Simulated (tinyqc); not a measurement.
p-n diode, drift-diffusion by the Gummel loop with Scharfetter-Gummel fluxes: current against voltage in the dark.

Abrupt junction at x = 0, p side from -Lp, n side to Ln, ohmic contacts. psi is counted from the intrinsic level; n = ni exp((psi - phin)/Vt), p = ni exp((phip - psi)/Vt). Contacts: p side psi = V - Vt ln(Na/ni), p = Na, n = ni^2/Na; n side psi = Vt ln(Nd/ni), n = Nd, p = ni^2/Nd. Constant mobilities, D = mu Vt, Boltzmann statistics, SRH recombination through a mid-gap level, U = (n p - ni^2)/(tp (n + ni) + tn (p + ni)). Current is positive from the p contact to the n contact.

ni = sqrt(Nc Nv) exp(-Eg/(2 Vt)), Eg in volts. Poisson and both continuity equations are solved self-consistently with Scharfetter-Gummel fluxes on a graded mesh of 500 nodes. J_scr is q times the integral of U between -xp and xn. Ideal diffusion current J_id = q ni^2 [Dn coth(wp/Le)/(Le Na) + Dp coth(wn/Lh)/(Lh Nd)] (exp(V/Vt) - 1), Le = sqrt(Dn tn), Lh = sqrt(Dp tp), wp = Lp - xp, wn = Ln - xn, with xp and xn from the depletion approximation (W = sqrt(2 eps0 eps_r (Vbi - V)(1/Na + 1/Nd)/q), xp = W Nd/(Na + Nd), xn = W Na/(Na + Nd), Vbi = Vt ln(Na Nd/ni^2)). Ideality factor = 0.004 V/(Vt ln[J(V + 0.004 V)/J(V)]). Here G = 0.

Inputs (values chosen for the exercise); band and dielectric values close to those of silicon: temperature T = 275 K; band gap Eg = 1.12 eV; relative permittivity eps_r = 11.7; conduction-band density of states at T Nc = 2.51e19 cm^-3; valence-band density of states at T Nv = 2.31e19 cm^-3; acceptor density of the p side Na = 8.3e17 cm^-3; donor density of the n side Nd = 1.8e17 cm^-3; electron mobility mun = 470 cm^2/(V s); hole mobility mup = 180 cm^2/(V s); SRH lifetime of electrons tn = 1e-6 s; SRH lifetime of holes tp = 1e-8 s; length of the p side Lp = 1 um; length of the n side Ln = 2.6 um; uniform generation rate G = 0 cm^-3 s^-1.

Constants: q = 1.602176634e-19 C, kB = 1.380649e-23 J/K, Vt = kB T/q, eps0 = 8.8541878128e-14 F/cm where lengths are in cm. Results are converted to the units shown.

Current against voltage in the dark:

| V (V) | J (A/cm^2) | ideality factor | J_scr/J (%) | J_id (A/cm^2) | share recombining at the contacts (%) | larger minority/doping at -xp and xn |
|---|---|---|---|---|---|---|
| 0.18 | 2.67e-8 | 1.80 | 99.4 | 1.50e-10 | 0.432 | 1.72e-13 |
| 0.26 | 1.69e-7 | 1.83 | 97.4 | 4.39e-9 | 2.00 | 4.99e-12 |
| 0.34 | 1.12e-6 | 1.70 | 88.6 | 1.28e-7 | 8.78 | 1.45e-10 |
| 0.42 | 9.85e-6 | 1.39 | 61.9 | 3.75e-6 | 29.2 | 4.20e-9 |
| 0.5 | 1.49e-4 | 1.13 | 26.3 | 1.10e-4 | 56.5 | 1.21e-7 |
| 0.58 | 0.00347 | 1.03 | 7.75 | 0.00320 | 70.7 | 3.49e-6 |
| 0.66 | 0.0954 | 1.01 | 2.10 | 0.0935 | 75.1 | 9.98e-5 |
| 0.74 | 2.69 | 1.02 | 0.452 | 2.73 | 78.1 | 0.00279 |
| 0.81 | 45.2 | 1.07 | 0.0582 | 52.3 | 90.6 | 0.0462 |

J rises from 2.67e-8 to 45.2 A/cm^2; the ideality factor moves up and down between 1.01 and 1.83. Recombination in the depleted layer carries over half of the current up to V = 0.42 V, where the factor is 1.39; it grows roughly as exp(V/2 Vt), so diffusion overtakes it. Where the factor is lowest (V = 0.66 V), J is 2.0 % above the ideal diffusion current.

tinyqc, about 0.2 s, one thread, Intel Xeon 2.30GHz (shared host): `OMP_NUM_THREADS=1 python tinyqc.py 2240071 2240072 out.jsonl`
